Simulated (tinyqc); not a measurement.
Inside a calculation. Model: nucleation and growth of vacancy voids in a cooling silicon-like crystal. Computed by tinyqc, a small Python program that keeps every step. Command: `OMP_NUM_THREADS=1 python tinyqc.py 3014378 3014379 out.jsonl voids walk`. One thread of a shared host (Intel(R) Xeon(R) Processor @ 2.30GHz), about 0.9 s of CPU time with the checks. Intermediate numbers are printed to about 7 digits and carried at full precision; extremes and crossings named in words are read from the listed rows.

Spherical voids; vacancies are lost only to voids.

Inputs (values chosen for the exercise, for a model crystal):
```
quantity,value,unit
vacancy density at the melting point C_m,5.7e+14,1/cm^3
formation energy E_f,3.74,eV
melting point T_m,1685,K
diffusion prefactor D0,0.00033,cm^2/s
migration energy E_m,0.44,eV
site density rho,5e+22,1/cm^3
void surface energy gamma,0.947,J/m^2
cooling rate q,3.9,K/min
vacancy excess C0,6.2e+13,1/cm^3
temperature of the worked step T,1345,K
temperature step,0.125,K
```

Vacancy supply: given.

Constants: k_B = 8.617333262e-05 eV/K; k_B = 1.380649e-23 J/K; e = 1.602176634e-19 C.

## Vacancy excess

C = C0 as given.

initial excess C = 6.20e+13 1/cm^3

## Nucleation rate at T with the initial excess

C_e = C_m exp[-(E_f/k_B)(1/T - 1/T_m)]; D = D0 exp(-E_m/(k_B T)); f = k_B T ln(C/C_e); r* = 2 gamma/(rho f); W* = 16 pi gamma^3/(3 rho^2 f^2); Z = f/sqrt(12 pi W* k_B T); I = rho Z (4 pi r* D C) exp(-W*/(k_B T)).

C_e = 8.474870e+11 1/cm^3

D = 7.409916e-06 cm^2/s

driving force f = 0.4975274 eV

critical radius r* = 0.4752067 nm

W*/(k_B T) = 48.23898

rate I = 1549.535 1/(cm^3 s)

Cooling by 10 K multiplies I by 57: nucleation switches on within a narrow range of temperature.

## Cooling through the nucleation range

March down from 1500 K in steps dT, dt = dT/q, with values at the upper end of each step: a class of I dt voids is born with r*; then all classes grow by r^2 += 2 D (C - C_e) dt/rho; C falls by the vacancies added to voids. Stop at 1150 K. T_n is the T of the largest I, N the final count (classes under 1e-6 /cm^3 are dropped), and the mean radius the number average.

Rows around the peak of I:
```
T (K),C (1/cm^3),C_e (1/cm^3),I (1/(cm^3 s)),voids (1/cm^3),mean radius (nm)
1359.625,6.200000e+13,1.199157e+12,1.309573e+00,3.513653e+01,6.56950
1349.625,6.199924e+13,9.465797e+11,1.944129e+02,6.070449e+03,6.94973
1339.625,6.192286e+13,7.445684e+11,1.425348e+04,5.208303e+05,7.34981
1334.625,6.139830e+13,6.594661e+11,8.369317e+04,3.584345e+06,7.69442
1331.625,6.018139e+13,6.128797e+11,1.703288e+05,9.330902e+06,8.17344
1329.625,5.851389e+13,5.835579e+11,2.017854e+05,1.516028e+07,8.76467
1327.625,5.591169e+13,5.555568e+11,1.689031e+05,2.106239e+07,9.67512
1325.625,5.240575e+13,5.288209e+11,9.595878e+04,2.523174e+07,10.90503
1323.625,4.826798e+13,5.032966e+11,3.778399e+04,2.726372e+07,12.31875
1320.625,4.160898e+13,4.671702e+11,5.223516e+03,2.809417e+07,14.35850
1317.625,3.512054e+13,4.334898e+11,4.024628e+02,2.818935e+07,15.99800
```

temperature of peak nucleation T_n = 1329.625 K

void density N = 2.819595e+07 1/cm^3

mean radius = 21.65839 nm

vacancies left at 1150 K = 9.813172e+09 1/cm^3

I rises as supersaturation builds and collapses once the first voids have drawn C down by 6 % at the peak. Nearly all the excess then goes into these voids: [3 C/(4 pi rho N)]^(1/3) = 21.9 nm.

## Cooling rate

The formulas are those given above.

At fixed C:
```
q (K/min),T_n (K),N (1/cm^3),mean radius (nm)
0.39,1343.875,9.274841e+05,67.75212
0.97,1338.500,3.581921e+06,43.14823
1.90,1334.375,9.707435e+06,30.92700
3.90,1329.625,2.819595e+07,21.65839
7.80,1324.750,7.877623e+07,15.36435
16.00,1319.375,2.283284e+08,10.76538
39.00,1312.125,8.524324e+08,6.93019
```

Over the rows N goes as q^1.48 and the radius as q^-0.50, near the 3/2 and -1/2 of the scaling argument (depletion time 1/(4 pi N r D) equal to the time in the nucleation range, at fixed N r^3). T_n drops only 32 K for a factor 100 in q. Fast cooling gives many small voids, which an anneal can dissolve.

## Vacancy excess varied

The formulas are those given above.

At fixed q:
```
C (1/cm^3),T_n (K),N (1/cm^3),mean radius (nm)
2.50e+13,1279.125,5.749466e+07,12.59560
3.70e+13,1300.625,4.227154e+07,15.91688
6.20e+13,1329.625,2.819595e+07,21.65839
9.90e+13,1356.750,1.953759e+07,28.63009
1.60e+14,1385.375,1.341579e+07,38.11189
```

More vacancies nucleate earlier (T_n rises by 106 K) and give fewer, larger voids: N goes as C^-0.78 and the radius as C^0.60, steeper than the -1/2 and +1/2 of the scaling argument at fixed D, because D rises with T_n.

Checks made by the program: Z against the curvature of W(n) (relative difference below 1e-10); N against a run with half the step (relative difference 1e-03).
